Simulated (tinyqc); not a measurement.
# Elastic strain and critical thickness of a cubic alloy layer A(1-x)B(x) on a thick substrate, step by step

A worked calculation. Computed by tinyqc, a small Python program that keeps every step. Command: `OMP_NUM_THREADS=1 python tinyqc.py 3023974 3023975 out.jsonl misfit walk`. One thread of a shared host (Intel(R) Xeon(R) Processor @ 2.30GHz), about 0.01 s of CPU time with the checks. Intermediate numbers are printed to about 7 digits and carried at full precision; extremes and crossings named in words are read from the listed rows.

Strain is positive in tension. The layer is coherent with the substrate unless said otherwise.

Inputs (values chosen for the exercise, modelled on In(1-x)Ga(x)P on GaAs):
```
quantity,value,unit
fraction x of B,0.32,-
lattice constant a_A,5.869,angstrom
lattice constant a_B,5.451,angstrom
substrate lattice constant a_S,5.653,angstrom
layer thickness h,220,nm
biaxial modulus of the substrate M_S,134,GPa
substrate thickness t_S,525,micrometre
wafer diameter W,200,mm
X-ray wavelength,1.540593,angstrom
start of the iteration h0/b,20,-
```

Growth plane: (001). Layer: uncapped. Misfit dislocation: edge.

C11, C12, C44 of A (GPa): [99.96, 55.1, 45.76]

C11, C12, C44 of B (GPa): [141.1, 61.17, 71.53]

## Alloy by Vegard's rule, and misfit

a = (1 - x) a_A + x a_B, the same rule for each C_ij; misfit f = (a_S - a)/a, the in-plane strain of the coherent layer.

free lattice constant a = 5.73524 angstrom

elastic constants (GPa): C11 113.1248, C12 57.0424, C44 54.0064

misfit f = -0.01433942

The layer is compressed in the plane by 1.43 %.

## Biaxial strain, stress and energy

(001): D = 2 C12/C11, M = C11 + C12 - 2 C12^2/C11. The free surface carries no normal stress, so e_perp = -D f; dV/V = 2 f + e_perp; stress = M f; energy per area = M f^2 h (1 GPa nm = 1 J/m^2).

ratio D = 1.008486

normal strain e_perp = 0.01446110

volume strain dV/V = -0.01421773

biaxial modulus M = 112.6407 GPa

in-plane stress = -1.615202 GPa

strain energy per area = 5.095433 J/m^2

## Symmetric X-ray reflection

Reflection 004: d = a_perp/sqrt(16), with a_perp = a (1 + e_perp) for the coherent layer, a for the relaxed layer and a_S for the substrate; sin(theta) = lambda/(2 d).

Bragg angles:
```
crystal,a_perp (angstrom),theta (degrees),from substrate (arcsec)
substrate,5.653000,33.02830,0.000
coherent layer,5.818178,31.97703,-3784.590
relaxed layer,5.735240,32.49578,-1917.078
```

peak separation of the coherent layer = -3784.590 arcsec

The coherent layer lies 1.97 times as far from the substrate peak as a relaxed one, about 1 + D = 2.01: reading its peak as relaxed would overstate the mismatch by that factor.

## Isotropic constants and the prefactor A

Voigt averages: G = (C11 - C12 + 3 C44)/5, B = (C11 + 2 C12)/3, nu = (3 B - 2 G)/(2 (3 B + G)); b = a/sqrt(2). Edge dislocation with b in the interface: cos alpha = 0, cos lambda = 1. Matthews-Blakeslee: h_c = A [ln(h_c/b) + 1], A = b (1 - nu cos^2 alpha)/(8 pi |f| (1 + nu) cos lambda), the factor 8 pi being that of an uncapped layer.

shear modulus G = 43.62032 GPa

Poisson ratio nu = 0.2584075

Burgers vector b = 0.4055427 nm

prefactor A = 0.8942191 nm

## Critical thickness by fixed-point iteration

Start at h0, put the right side back in, and stop when the change is below 1e-9 h or h turns negative.

Iteration:
```
step,h in (nm),h out (nm),change (nm)
1,8.110854,3.573060,-4.537794e+00
2,3.573060,2.839996,-7.330636e-01
3,2.839996,2.634666,-2.053302e-01
4,2.634666,2.567558,-6.710783e-02
5,2.567558,2.544487,-2.307183e-02
6,2.544487,2.536415,-8.071688e-03
7,2.536415,2.533574,-2.841174e-03
...,...,...,...
15,2.532026,2.532025,-6.863086e-07
16,2.532025,2.532025,-2.423792e-07
17,2.532025,2.532025,-8.559952e-08
18,2.532025,2.532025,-3.023064e-08
19,2.532025,2.532025,-1.067636e-08
20,2.532025,2.532025,-3.770504e-09
21,2.532025,2.532025,-1.331605e-09
```

critical thickness h_c (Matthews-Blakeslee) = 2.532025 nm

Converged; near the root each step shrinks the error by A/h_c = 0.353. h_c is 6.2 Burgers vectors. Caution: an edge dislocation with b in the interface cannot reach it by glide, so the force balance is formal for it. Caution: a critical thickness of a few Burgers vectors is outside continuum elasticity and hangs on the core term.

## Equilibrium strain at the thickness h

For h > h_c the same force balance gives the strain left, |e| = |f| A [ln(h/b) + 1]/h, and below h_c e = f; relaxation = 1 - e/f; dislocations per length across each line direction = (|f| - |e|)/(b cos lambda).

strain left e = -4.252525e-04

relaxation = 97.03438 %

dislocation line density = 34.30999 1/micrometre

h is 86.89 h_c: in equilibrium dislocations lie 29.1 nm apart; slow nucleation and glide can keep a real layer more strained.

## Wafer curvature of the coherent layer

Stoney: curvature = 6 |stress| h/(M_S t_S^2); radius = 1/curvature; bow = curvature W^2/8.

curvature = 0.05772680 1/m

radius of curvature = 17.32298 m

bow = 288.6340 micrometre

Caution: the curvature assumes a coherent layer, but h exceeds h_c. Caution: a bow above a fifth of the wafer thickness is beyond Stoney's small-deflection limit.

## Force balance against energy balance

People-Bean: h_c = P ln(h_c/b), P = (1 - nu)/(1 + nu) b^2/(16 pi sqrt(2) a f^2). The misfit is scaled by 0.25, 0.4, 0.6, 1, 1.5, 2.2 at fixed a, b and nu; the upper root is taken, and rows with A < 1.3 b or P < 3 b, where the roots shrink to the core size or vanish, are left out.

Critical thickness:
```
|f| (%),Matthews-Blakeslee (nm),People-Bean (nm),ratio
0.358485,16.92291,1522.556,89.97010
0.573577,9.21892,516.651,56.04249
0.860365,5.32912,198.979,37.33809
1.433942,2.53202,57.224,22.60017
2.150913,1.28252,20.042,15.62693
```

The exponents d ln h_c/d ln f are -1.29 and -2.30 between the first rows, steeper than the -1 and -2 of the prefactors because of the logarithm. The ratio falls from 90.0 to 15.6 as the misfit grows. Where People-Bean lies above, a layer between the lines is metastable: dislocations would lower the energy but have to be nucleated. Above about 2 % misfit islands may come first.

Checks made by the program: D and M against the full stiffness tensor (relative difference below 1e-10); h_c against the Lambert function, -A W_(-1)(-b/(A e)) (relative difference 3e-10).
